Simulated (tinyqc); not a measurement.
# MOSFET in saturation, small-signal circuit and noise, step by step

Program tinyqc, `OMP_NUM_THREADS=1 python tinyqc.py 2150113 2150114 out.jsonl`; Intel Xeon 2.30GHz, shared host, one thread, about 0.01 s. Printed values are rounded.

Bias by the inversion coefficient IC = I/Ispec (charge-based model with velocity saturation; weak inversion below 0.1, strong above 10). Common-source circuit: gm, gds, Cgs, Cgd and Cj at the inner nodes, Rg in series with the gate; quasi-static, no source or drain resistance, no gate-body capacitance, no substrate network, no induced gate noise, so fmax is an upper estimate.

Parameters, values chosen for the exercise: temperature T = 300 K; gate length L = 65 nm; total gate width W = 10 um; gate capacitance Cox = 1.48 uF/cm^2; mobility mu = 120 cm^2/(V s); slope factor n = 1.15; velocity-saturation length Ls = 15 nm; ratio gds/gm sg = 0.063; overlap and fringe capacitance per side Cov = 0.38 fF/um; drain junction capacitance Cj = 0.42 fF/um; sheet resistance of the gate Rsh = 5 ohm; finger width Wf = 4 um; gate contact and vertical resistance Rc = 300 ohm um; inversion coefficient IC = 0.081; short-channel excess of the noise factor gw = 0.05; oxide trap density Nt = 2.7e17 cm^-3 eV^-1; tunnelling length into the oxide lt = 0.1 nm; Coulomb scattering coefficient ac = 3000 V s/C; signal frequency f = 0.4 GHz.

Constants: q = 1.602176634e-19 C, kB = 1.380649e-23 J/K, Vt = kB T/q. Results are converted to the units shown.

Range of the model: fmax exceeds 4 fT, where channel resistance and substrate losses, left out here, would cap it.

## Current, transconductance and gain

Ispec = 2 n mu Cox (W/L) Vt^2, lc = Ls/L, gms = [sqrt((lc IC + 1)^2 + 4 IC) - 1]/[2 + lc (lc IC + 1)], gm = gms Ispec/(n Vt), gds = sg gm.

Ispec = 41.99966 uA
I = 3.401972 uA
gms = 0.07468788
gm = 0.1055125 mS
gds = 0.006647287 mS
gm/I = 31.01510 1/V

gm/I is 92.2 % of its weak-inversion limit 1/(n Vt); without velocity saturation (lc = 0) gms would be 0.0753.

## Capacitances, gate resistance and cut-off frequencies

qs = [sqrt(1 + 4 IC) - 1]/2, Cgs = Cox W L qs (2 qs + 3)/(3 (qs + 1)^2) + Cov W, Cgd = Cov W, Cd = Cj W, Rg = Rsh (Wf/L)/(12 Nf) + Rc/W with Nf = W/Wf fingers (not rounded) contacted at both ends. fT = gm/(2 pi (Cgs + Cgd)), fmax = fT/(2 sqrt(Rg (gds + 2 pi fT Cgd))).

Cgs = 4.458141 fF
Cgd = 3.8 fF
Cd = 4.2 fF
Rg = 40.25641 ohm
fT = 2.033488 GHz
fmax = 21.56892 GHz

Overlap and fringe make up 92.0 % of the gate capacitance; fmax is 10.6 times fT.

## Admittance matrix

Inner admittances at w = 2 pi f: y11 = i w (Cgs + Cgd), y12 = -i w Cgd, y21 = gm - i w Cgd, y22 = gds + i w (Cgd + Cd). Invert to Z, add Rg to Z11 and invert back to Y.

inner y (mS):

|  | 1 | 2 |
|---|---|---|
| 1 | 0.0000000+0.0207550i | 0.0000000-0.0095504i |
| 2 | 0.1055125-0.0095504i | 0.0066473+0.0201062i |

Y with Rg (mS):

|  | 1 | 2 |
|---|---|---|
| 1 | 0.0000173+0.0207550i | -0.0000080-0.0095504i |
| 2 | 0.1055044-0.0096386i | 0.0066510+0.0201468i |

## Current gain and unilateral power gain

|h21| = |Y21/Y11|; U = |Y21 - Y12|^2/(4 [Re Y11 Re Y22 - Re Y12 Re Y21]). Extrapolated at 20 dB a decade: f |h21| and f sqrt(U).

|h21| = 5.104504
U = 2907.613
f |h21| = 2.041802 GHz
f sqrt(U) = 21.56892 GHz

f |h21| is 0.41 % above the formula for fT, and f sqrt(U) within 0.01 % of that for fmax.

## Noise at the gate

Channel noise Sid = 4 kB T gam n gm with gam = (1/2 + (2/3) qs)/(1 + qs) + gw lc IC, qs = [sqrt(1 + 4 IC) - 1]/2, lc = Ls/L (the last term an empirical rise with velocity saturation); at the gate, white noise Sw = Sid/gm^2 + 4 kB T Rg. Number fluctuation with correlated mobility: S(f) = K/f, K = q^2 Vt lt Nt/(W L Cox^2) (1 + ac mu Cox I/gm)^2, Vt in eV with Nt per eV. Corner fc = K/Sw. Full shot noise would be 2 q I.

gam = 0.5126095
Sid = 1.030512e-24 A^2/Hz
Sid/(2 q I) = 0.9453264
sqrt(Sw) = 9.655652 nV/Hz^0.5
K = 1.302076e-10 V^2
fc = 1.396604 MHz

The gate resistance gives 0.72 % of the white noise power. In weak inversion gm = I/(n Vt), so with gam = 1/2 the thermal formula equals shot noise.
